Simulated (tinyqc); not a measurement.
Inside a calculation. Method: plane-wave Kohn-Sham cycle with exchange-only LDA in a layered model solid. Computed by tinyqc, a small Python program that keeps every step. Settings: points = 16, plane-wave index or count = 3, electrons = 2, k points = 2, area = 28.0, mixing = 0.1, iteration cap = 66, Pulay depth = 5. Command: `OMP_NUM_THREADS=1 python tinyqc.py 21009 21010 out.jsonl` (the two numbers bound the seeds that draw the settings). One thread of a shared host (Intel(R) Xeon(R) Processor @ 2.60GHz), about 0.01 s of CPU time with the checks. Later iterations appear only in the table of the cycle.

## Iteration 1: potential

A solid whose potential varies along x alone (atomic units):
```
parameter                      value
period a                   14.900000
cross-section of the cell  28.000000
electrons per cell                 2
grid points                       16
plane waves -n..n, n               3
k points                           2
V1 in V1 cos(2 pi x/a)     -0.160000
V2 in V2 cos(4 pi x/a)     -0.030000
```

density at the start, on the grid x_j = j a/N (e/bohr^3): 0.004794  0.004794  0.004794  0.004794  0.004794  0.004794  0.004794  0.004794  0.004794  0.004794  0.004794  0.004794  0.004794  0.004794  0.004794  0.004794

V_H(G) = 4 pi rho(G)/G^2 for G != 0 (uniform background); v_x = -(3 rho/pi)^(1/3); V = V_ext + V_H + v_x; Fourier components f(G_m) = (1/N) sum_j f(x_j) exp(-i G_m x_j).

Potentials on the grid (hartree):
```
x          V_ext     V_H      v_x        V
0.0000   -0.1900  0.0000  -0.1660  -0.3560
0.9313   -0.1690  0.0000  -0.1660  -0.3351
1.8625   -0.1131  0.0000  -0.1660  -0.2792
2.7938   -0.0400  0.0000  -0.1660  -0.2061
3.7250    0.0300  0.0000  -0.1660  -0.1360
4.6562    0.0824  0.0000  -0.1660  -0.0836
5.5875    0.1131  0.0000  -0.1660  -0.0529
6.5187    0.1266  0.0000  -0.1660  -0.0394
7.4500    0.1300  0.0000  -0.1660  -0.0360
8.3812    0.1266  0.0000  -0.1660  -0.0394
9.3125    0.1131  0.0000  -0.1660  -0.0529
10.2438   0.0824  0.0000  -0.1660  -0.0836
11.1750   0.0300  0.0000  -0.1660  -0.1360
12.1062  -0.0400  0.0000  -0.1660  -0.2061
13.0375  -0.1131  0.0000  -0.1660  -0.2792
13.9688  -0.1690  0.0000  -0.1660  -0.3351
```

V(G_m), m = 0, 1, 2, ... (hartree): -0.1660  -0.0800  -0.0150  0.0000  0.0000  0.0000  0.0000

## Iteration 1: Hamiltonian at one k

k = 0.2500 2 pi / a

H(m,m') = (k + G_m)^2/2 delta + V(G_m - G_m'), with V(-G) = V(G).

H (hartree), lower triangle:
```
         -3       -2       -1       +0       +1       +2      +3
-3   0.5063
-2  -0.0800   0.1062
-1  -0.0150  -0.0800  -0.1160
+0   0.0000  -0.0150  -0.0800  -0.1605
+1   0.0000   0.0000  -0.0150  -0.0800  -0.0271
+2   0.0000   0.0000   0.0000  -0.0150  -0.0800   0.2841
+3   0.0000   0.0000   0.0000   0.0000  -0.0150  -0.0800  0.7731
```

## Iteration 1: levels at that k

Diagonalise the Hermitian matrix.

eigenvalues (hartree): -0.2578  -0.0955  0.0000  0.1196  0.2921  0.5218  0.7859

## Iteration 1: new density

Motion across x is left out: the lowest 1 band(s) hold two electrons at each of the k points (j + 1/2)/nk - 1/2. Residual R = rho(out) - rho(in); rho(new) = rho(in) + 0.1 R. rho(out) = 2/(a A nk) sum |psi|^2 with psi = sum c exp(i G x). Harris energy E = band energy - dV sum rho (V_H/2 + v_x) + (3/4) dV sum rho v_x with rho(in), dV = a A/N, band energy = (2/nk) sum of the filled levels.

rho(out) (e/bohr^3): 0.017065  0.014491  0.008942  0.004130  0.001529  0.000505  0.000161  0.000050  0.000024  0.000050  0.000161  0.000505  0.001529  0.004130  0.008942  0.014491

density after iteration 1 (e/bohr^3): 0.006021  0.005764  0.005209  0.004727  0.004467  0.004365  0.004331  0.004319  0.004317  0.004319  0.004331  0.004365  0.004467  0.004727  0.005209  0.005764

energy per cell = -0.432548 hartree

## Iteration 2: potential

As before.

Potentials on the grid (hartree):
```
x          V_ext      V_H      v_x        V
0.0000   -0.1900   0.0592  -0.1791  -0.3099
0.9313   -0.1690   0.0528  -0.1766  -0.2928
1.8625   -0.1131   0.0361  -0.1707  -0.2478
2.7938   -0.0400   0.0147  -0.1653  -0.1906
3.7250    0.0300  -0.0061  -0.1622  -0.1383
4.6562    0.0824  -0.0235  -0.1609  -0.1020
5.5875    0.1131  -0.0363  -0.1605  -0.0837
6.5187    0.1266  -0.0440  -0.1604  -0.0778
7.4500    0.1300  -0.0466  -0.1603  -0.0770
8.3812    0.1266  -0.0440  -0.1604  -0.0778
9.3125    0.1131  -0.0363  -0.1605  -0.0837
10.2438   0.0824  -0.0235  -0.1609  -0.1020
11.1750   0.0300  -0.0061  -0.1622  -0.1383
12.1062  -0.0400   0.0147  -0.1653  -0.1906
13.0375  -0.1131   0.0361  -0.1707  -0.2478
13.9688  -0.1690   0.0528  -0.1766  -0.2928
```

V(G_m), m = 0, 1, 2, ... (hartree): -0.1658  -0.0581  -0.0138  -0.0001  0.0000  0.0000  0.0000

## Iteration 2: Hamiltonian at one k

k = 0.2500 2 pi / a

As before.

H (hartree), lower triangle:
```
         -3       -2       -1       +0       +1       +2      +3
-3   0.5066
-2  -0.0581   0.1065
-1  -0.0138  -0.0581  -0.1158
+0  -0.0001  -0.0138  -0.0581  -0.1602
+1   0.0000  -0.0001  -0.0138  -0.0581  -0.0269
+2   0.0000   0.0000  -0.0001  -0.0138  -0.0581   0.2843
+3   0.0000   0.0000   0.0000  -0.0001  -0.0138  -0.0581  0.7733
```

## Iteration 2: levels at that k

As before.

eigenvalues (hartree): -0.2239  -0.0930  -0.0127  0.1137  0.2887  0.5149  0.7802

## Iteration 2: new density

B (overlaps of the stored error matrices):
```
               1              2
1  5.4276541e-04  4.4842094e-04
2  4.4842094e-04  3.7164891e-04
```

Motion across x is left out: the lowest 1 band(s) hold two electrons at each of the k points (j + 1/2)/nk - 1/2. Residual R = rho(out) - rho(in); rho(new) = rho(in) + 0.1 R; Pulay mixing then takes sum c_i of the stored mixed densities, with c from B_ij = sum R_i R_j as in DIIS. rho(out) = 2/(a A nk) sum |psi|^2 with psi = sum c exp(i G x). Harris energy E = band energy - dV sum rho (V_H/2 + v_x) + (3/4) dV sum rho v_x with rho(in), dV = a A/N, band energy = (2/nk) sum of the filled levels.

rho(out) (e/bohr^3): 0.015774  0.013661  0.008961  0.004608  0.001986  0.000784  0.000304  0.000123  0.000076  0.000123  0.000304  0.000784  0.001986  0.004608  0.008961  0.013661

DIIS coefficients: -4.3689  5.3689

density after iteration 2 (e/bohr^3): 0.011257  0.010003  0.007223  0.004663  0.003135  0.002442  0.002169  0.002066  0.002040  0.002066  0.002169  0.002442  0.003135  0.004663  0.007223  0.010003

energy per cell = -0.368800 hartree

## Convergence

Stop when sqrt(dV sum R^2) is below 1e-8, dV = a A/N.

Course of the cycle:
```
iteration  E (hartree)  norm of the residual
1            -0.432548              1.19e-01
2            -0.368800              9.84e-02
3            -0.418687              1.50e-01
4            -0.309632              9.55e-02
5            -0.291413              4.57e-02
6            -0.291237              4.53e-02
7            -0.282317              1.80e-02
8            -0.282021              1.58e-02
9            -0.281510              1.10e-02
10           -0.283392              2.40e-02
11           -0.281568              1.15e-02
12           -0.281163              4.18e-03
13           -0.281625              1.21e-02
14           -0.281110              6.12e-05
15           -0.281110              5.06e-05
16           -0.281110              1.95e-04
17           -0.281109              2.22e-05
18           -0.281110              1.23e-04
19           -0.281109              4.62e-07
20           -0.281109              2.98e-07
21           -0.281109              2.61e-07
22           -0.281109              6.08e-09
```

Converged in 22 iterations. Before convergence this energy mixes input and output and is not variational, so it may rise towards its limit.
